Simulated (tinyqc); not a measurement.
What sets the screening length: static screening by free carriers.

kF = (3 pi^2 n/Mv)^(1/3), EF = c kF^2/m with c = hbar^2/2m0, n in 1/angstrom^3 (1e-24 per 1/cm^3), e2 = e^2/(4 pi eps0). Thomas-Fermi: qTF^2 = 6 pi e2 n/(eps EF). Debye: qD^2 = 4 pi e2 n/(eps kB T).

F_j(eta) = (1/Gamma(j + 1)) integral_0^infinity x^j dx/(1 + exp(x - eta)), which tends to exp(eta) for eta << 0.

At finite T: qs^2 = qD^2 F_-1/2(eta)/F_1/2(eta), where n = Mv N F_1/2(eta) and N = 2 (m kB T/(4 pi c))^(3/2) with c = hbar^2/2m0, in 1/angstrom^3; times 1e24 for 1/cm^3.

Constants: hbar^2/2m0 = 3.80998211 eV angstrom^2; e^2/(4 pi eps0) = 14.39964547 eV angstrom; kB = 8.617333262e-05 eV/K.

Parameters, chosen for this exercise (near those of GaN; the results hold for these values, not for the real material): n = 2.1e+19 1/cm^3 (carrier density); m = 0.207 m0 (mass of one isotropic valley); Mv = 1 (valleys); eps = 9.85 (background dielectric constant); T = 300 K.

All results formed anew.

One parameter was then changed.

Results before and after:
```
case     Debye (angstrom)  Thomas-Fermi (angstrom)  finite T (angstrom)
base                8.186                    15.22                15.50
changed             5.788                    13.56                13.65
```

Which of these changes was made? (a) m = 0.2691 m0; (b) n = 4.2e+19 1/cm^3; (c) eps = 11.82; (d) T = 360 K; (e) Mv = 2.

Answer: (b) n = 4.2e+19 1/cm^3. Of the candidates, run in turn, only this one gives the changed row.

All candidates:
```
case                Debye (angstrom)  Thomas-Fermi (angstrom)  finite T (angstrom)
base                           8.186                    15.22                15.50
n = 4.2e+19 1/cm^3             5.788                    13.56                13.65
m = 0.2691 m0                  8.186                    13.35                13.80
eps = 11.82                    8.967                    16.67                16.98
T = 360 K                      8.967                    15.22                15.65
Mv = 2                         8.186                    12.08                12.70
```

Program tinyqc; command `OMP_NUM_THREADS=1 python tinyqc.py 1680351 1680352 out.jsonl`; about 0.01 s on one thread of a shared Intel(R) Xeon(R) Processor @ 2.30GHz.
